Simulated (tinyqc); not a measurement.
Ballistic conductance of a hard-wall strip of a two-dimensional electron gas by counting modes: two steps of the calculation.

Subband edges E_n = C (n pi/W)^2/m, n = 1, 2, ...; C = hbar^2/(2 m0). Every mode transmits fully; spin gives the factor 2 in 2 q^2/h, valleys the factor gv.

Values chosen for this exercise:
```
symbol  value  unit                              meaning
T           4     K                          temperature
m        0.21    m0                                 mass
gv          1                                    valleys
Ef      0.109    eV  Fermi energy above the 2D band edge
W          35    nm                                width
Et      0.136    eV          highest subband edge listed
```

Constants: q = 1.602176634e-19 C, kB = 1.380649e-23 J/K, hbar = 1.054571817e-34 J s, h = 6.62607015e-34 J s, m0 = 9.1093837015e-31 kg, Vt = kB T/q, hbar^2/(2 m0) = 0.0380998212 eV nm^2. Results are converted to the units shown.

Task 1. Subband edges and their occupation. List the edges below Et; each adds its degeneracy times f = 1/(1 + exp((E_n - Ef)/Vt)) to the thermal mode count.

Give: edge; degeneracy; f.

Result 1.

edge, mode 1 to 9 (eV): [0.00146, 0.00585, 0.01316, 0.02339, 0.03654, 0.05262, 0.07162, 0.09355, 0.11840]
degeneracy, mode 1 to 9: [1, 1, 1, 1, 1, 1, 1, 1, 1]
f, mode 1 to 9: [1.0000, 1.0000, 1.0000, 1.0000, 1.0000, 1.0000, 1.0000, 1.0000, 0.0000]

Task 2. Conductance and ballistic resistance. G = (2 q^2/h) gv M; at zero temperature M counts the edges below Ef, at T it is the sum of degeneracy times f. The smooth (Sharvin) count is kF W/pi, kF = sqrt(m Ef/C), and with the boundary term kF W/pi - 1/2. The sum runs over the edges listed.

edge, mode 1 to 9 (eV): [0.00146173, 0.00584692, 0.01315557, 0.02338769, 0.03654326, 0.05262230, 0.07162479, 0.09355075, 0.11840017]
degeneracy, mode 1 to 9: [1, 1, 1, 1, 1, 1, 1, 1, 1]
f, mode 1 to 9: [1.0000000, 1.0000000, 1.0000000, 1.0000000, 1.0000000, 1.0000000, 1.0000000, 1.0000000, 0.0000000]

Find: M at zero temperature; M at T; G; resistance 1/G; smooth count.

Result 2.

M at zero temperature = 8
M at T = 8.000
G = 619.8 uS
resistance 1/G = 1.613 kohm
smooth count = 8.635

The smooth count is 7.9 % above M at T. With the boundary term it is 8.14.

Computed by the program tinyqc: `OMP_NUM_THREADS=1 python tinyqc.py 2740015 2740016 out.jsonl`, one thread of a shared Intel Xeon 2.30GHz, about 0.03 s for the whole run.
